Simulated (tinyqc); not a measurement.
Inside a calculation. Model: surface potential of a MOS transistor: implicit equation and explicit approximations.

tinyqc, about 0.01 s, one thread, Intel Xeon 2.30GHz (shared host): `OMP_NUM_THREADS=1 python tinyqc.py 2122011 2122012 out.jsonl` Printed values are rounded.

p-type body, charge-sheet picture, depletion and inversion only, full ionisation (an idealisation for deep acceptors), Boltzmann statistics (rough once Na exp(x - xn) passes about Nc/7). In units of Vt: xg = (Vg - Vfb)/Vt, x = psi/Vt, G = gamma/sqrt(Vt), xn = (2 phiF + Vc)/Vt. The implicit equation is (xg - x)^2 = G^2 [x - 1 + exp(x - xn)] for x above about 3. Cox = eps0 eox/tox.

Parameters, values chosen for the exercise; band and dielectric values close to those of silicon:
```
symbol    value   unit                                                                 meaning
T           400      K                                                             temperature
Eg         1.12     eV                                                                band gap
eps_r      11.5                                                          relative permittivity
Nc      4.37e19  cm^-3                                  conduction-band density of states at T
Nv       4.1e19  cm^-3                                     valence-band density of states at T
eox        8.94         relative permittivity of the gate insulator (close to aluminium oxide)
tox           5     nm                                                     insulator thickness
Na       5.1e16  cm^-3                                                        acceptor density
Vfb       -0.35      V                                                       flat-band voltage
Vc          0.5      V                                                    channel-body voltage
Vg          1.7      V                                                       gate-body voltage
```

Constants: q = 1.602176634e-19 C, kB = 1.380649e-23 J/K, Vt = kB T/q, eps0 = 8.8541878128e-14 F/cm where lengths are in cm. Results are converted to the units shown.

Range of the model: The electron quasi-Fermi level lies less than 2 Vt below the band edge at the surface, or above it, where degeneracy and confinement, left out, matter.

## Scales

ni = sqrt(Nc Nv) exp(-Eg/(2 Vt)), Eg in volts; phiF = Vt ln(Na/ni); gamma = sqrt(2 q eps0 eps_r Na)/Cox; VT = Vfb + Vt (xn + G sqrt(xn - 1)).

phiF = 0.3283182 V
gamma = 0.08148212 V^0.5
G = 0.4388801
xn = 33.55552
VT = 0.8929523 V
xg = 59.47316

## Explicit approximation

Depletion value a = 1 + [sqrt(G^2/4 + xg - 1) - G/2]^2; inversion value b = xn + ln[(xg - xn)^2/G^2 - xn + 1] and first guess y = min(a, b) - ln(1 + exp(-|a - b|)) if a > xn + 1, else b = y = a; one second-order correction with D = exp(y - xn), p = 2 (xg - y) + G^2 (1 + D), w = (xg - y)^2 - G^2 (y - 1 + D): z = y + 2 w/(p + sqrt(p^2 - 2 (2 - G^2 D) w)), or the Newton step z = y + w/p where the root is not real.

a = 56.21206
b = 41.70305
y = 41.70304
p = 701.1857
w = -357.5161
z = 40.84426

The root of the implicit equation is x = 41.0111; y misses it by 0.69 and z by -0.17, in units of Vt.

## Starting value

x = a rounded to two decimals.

x at the start = 56.21

## Iteration 1: new x

D = exp(x - xn), f = (xg - x)^2 - G^2 (x - 1 + D), f' = -2 (xg - x) - G^2 (1 + D), x(new) = x - f/f'.

D = 6.897888e9
f = -1.328642e9
f' = -1.328642e9
x after iteration 1 = 55.21000

## Iteration 2: new x

As before.

D = 2.537591e9
f = -4.887800e8
f' = -4.887800e8
x after iteration 2 = 54.21000

## Iteration 3: new x

As before.

D = 9.335276e8
f = -1.798121e8
f' = -1.798121e8
x after iteration 3 = 53.21000

## Course of the iteration

Stop when the step is below 1e-11, or after 60 iterations.

Course of the iteration:
```
iteration  x before the step       step
1                      56.21      -1.00
2                   55.21000      -1.00
3                   54.21000      -1.00
4                   53.21000      -1.00
5                   52.21000      -1.00
6                   51.21000      -1.00
7                   50.21001      -1.00
8                   49.21004      -1.00
9                   48.21014      -1.00
...                      ...        ...
13                  44.22468     -0.969
14                  43.25534     -0.909
15                  42.34589     -0.754
16                  41.59190     -0.449
17                  41.14285     -0.124
18                  41.01867   -7.50e-3
19                  41.01116   -2.53e-5
20                  41.01114  -2.86e-10
21                  41.01114          0
```

Converged in 21 iterations. In 13 iterations the step is within 5 % of -1, the mark of an exponential that dominates f.

## Potential, charges and gate control

converged x = 41.01114

psi = Vt x; N_dep = Cox Vt G sqrt(x - 1)/q; N_inv = (Cox Vt G/q) [sqrt(x - 1 + exp(x - xn)) - sqrt(x - 1)]; dpsi/dVg = 1/[1 + G^2 (1 + exp(x - xn))/(2 (xg - x))].

psi = 1.413627 V
N_dep = 9.455295e11 cm^-2
N_inv = 5.3425e12 cm^-2
dpsi/dVg = 0.09972570

psi lies 7.5 Vt above 2 phiF + Vc.
